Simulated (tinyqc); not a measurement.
## Field from the level spacing

Question. In a triangular well E_k = a_k (C F^2/mz1)^(1/3), a_1 = 2.338107, a_2 = 4.087949, C = hbar^2/(2 m0), F in eV/nm (1 MV/cm = 0.1 eV/nm). Find F, E_1, the mean distance 2 E_1/(3 F) of the lowest level and the sheet charge eps0 eps_r F/q behind such a field.

Inputs (values chosen for the exercise): relative permittivity eps_r = 9.44; mass along z of valley set A (1 valley(s)) mz1 = 0.2 m0.

Constants: q = 1.602176634e-19 C, hbar = 1.054571817e-34 J s, m0 = 9.1093837015e-31 kg, eps0 = 8.8541878128e-14 F/cm where lengths are in cm, hbar^2/(2 m0) = 0.0380998212 eV nm^2. Results are converted to the units shown.

spacing of the two lowest levels = 185.37360 meV

Solution. The spacing over a_2 - a_1 is the energy scale (C F^2/mz1)^(1/3), which gives F.

F = 0.790 MV/cm
E_1 = 248 meV
mean distance = 2.09 nm
sheet charge over q = 4.12e12 cm^-2

tinyqc, about 0.4 s, one thread, Intel Xeon 2.30GHz (shared host): `OMP_NUM_THREADS=1 python tinyqc.py 2160068 2160069 out.jsonl`
